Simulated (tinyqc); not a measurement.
Worked calculation: avalanche multiplication and breakdown of a junction from ionisation integrals. Computed by tinyqc, a small Python program that keeps every step. Command: `OMP_NUM_THREADS=1 python tinyqc.py 3002382 3002383 out.jsonl impact walk`. One thread of a shared host (Intel(R) Xeon(R) Processor @ 2.30GHz), about 0.01 s of CPU time with the checks. Intermediate numbers are printed to about 6 digits and carried at full precision; extremes and crossings named in words are read from the listed rows.

Ionisation coefficients follow the local field. Position x runs through the depletion layer from the p side (x = 0), where electrons enter, to the n side (x = w), where holes enter. The built-in voltage is neglected.

Inputs (values chosen for the exercise, modelled on 4H-SiC):
```
quantity,value,unit
electron prefactor a_n,1.69e+08,1/cm
electron field b_n,3.33e+07,V/cm
hole prefactor a_p,3.39e+08,1/cm
hole field b_p,2.55e+07,V/cm
exponent c,1,-
permittivity eps,9.7,-
drift-layer mobility mu,130,cm^2/(V s)
doping N of the lightly doped side,1.7e+16,1/cm^3
bias as a fraction of the breakdown voltage,0.94,-
```

Junction: one-sided abrupt n+p.

Constants: e = 1.602176634e-19 C; eps_0 = 8.8541878128e-12 F/m.

## Breakdown

alpha_n = a_n exp(-(b_n/F)^c), alpha_p = a_p exp(-(b_p/F)^c). Field F = F_m (1 - s), w = eps eps_0 F_m/(e N), V = F_m w/2, with s = 1 - x/w (the peak lies at the n+ side). With Phi(x) = int_0^x (alpha_n - alpha_p) dx': 1 - 1/M_n = I_n = int_0^w alpha_n exp(-Phi) dx and M_p = M_n exp(-Phi(w)); trapezoid rule on 401 even points; breakdown at I_n = 1. Solve I_n(F_m) = 1.

critical field F_m = 2.84588 MV/cm

width at breakdown = 8.97383 micrometre

breakdown voltage = 1276.92 V

## Coefficients at the critical field

The formulas are those given above.

alpha_n = 1400.09 1/cm

alpha_p = 43529.6 1/cm

ratio k = alpha_p/alpha_n = 31.0905

shorter ionisation length = 0.229729 micrometre

Holes ionise more readily at the peak field.

## Field and integrand below breakdown

Bias V = fraction times the breakdown voltage.

peak field = 2.75919 MV/cm

Every 50th point:
```
x (micrometre),F (MV/cm),alpha_n (1/cm),alpha_p (1/cm),Phi,I_n up to x
0.00000,0.00000,0,0,0,0
1.08756,0.34490,1.97993e-34,2.63447e-24,-4.45784e-30,2.84085e-40
2.17511,0.68980,1.82923e-13,2.98845e-08,-1.69020e-13,8.07957e-19
3.26267,1.03469,1.78159e-06,6.71477e-03,-8.26226e-08,1.71015e-11
4.35023,1.37959,5.56003e-03,3.18290e+00,-6.78554e-05,9.29182e-08
5.43778,1.72449,6.94447e-01,1.28321e+02,-4.16722e-03,1.78443e-05
6.52534,2.06939,1.73519e+01,1.50874e+03,-6.87261e-02,6.54349e-04
7.61290,2.41429,1.72866e+02,8.77258e+03,-5.29324e-01,1.14061e-02
8.70046,2.75919,9.69353e+02,3.28482e+04,-2.51762e+00,3.07837e-01
```

## Multiplication and noise

M_n = 1/(1 - I_n), M_p = M_n exp(-Phi(w)); McIntyre excess noise for the carrier with the larger M, F_x = k M + (1 - k)(2 - 1/M), with k = (smaller M - 1)/(larger M - 1).

M_n = 1.44475

M_p = 17.9136

effective k = 0.0262953

excess noise factor = 2.36410

Injecting holes gives the larger gain and, at equal gain, the lower noise.

## On-resistance of the drift layer

R_on = w/(e mu N) with w the width at breakdown; figure of merit V_B^2/R_on; for a triangular field it equals eps eps_0 mu F_m^3/4.

specific on-resistance = 2.53440 milliohm cm^2

V_B^2/R_on = 643.361 MW/cm^2

eps eps_0 mu F_m^3/4 = 643.361 MW/cm^2

## Gain against bias and Miller's formula

Miller's exponent n is defined by 1 - 1/M = (V/V_B)^n for the larger M.

Gain:
```
V/V_B,V (V),F_m (MV/cm),M_n,M_p,Miller exponent n
0.50,638.46,2.01234,1.00039,1.048,4.46261
0.60,766.15,2.20441,1.00209,1.181,3.67319
0.70,893.85,2.38104,1.00879,1.575,2.82553
0.80,1021.54,2.54543,1.03554,2.824,1.95877
0.90,1149.23,2.69984,1.18277,8.540,1.18207
0.95,1213.08,2.77382,1.58665,22.874,0.87149
0.98,1251.39,2.81728,2.94521,69.477,0.71762
0.99,1264.15,2.83162,5.27065,148.569,0.67198
```

The larger gain passes 2 between 0.700 and 0.800 of V_B and reaches 149 at 0.99. Miller's exponent runs from 0.67 to 4.5, so it is not a constant: a fit holds over a narrow range only. From the first row to the last the voltage grows by a factor 1.98 and the peak field by 1.41.

Checks made by the program: the hole form of the condition, int alpha_p exp(Phi(w) - Phi) dx = 1 (relative difference 9e-04).
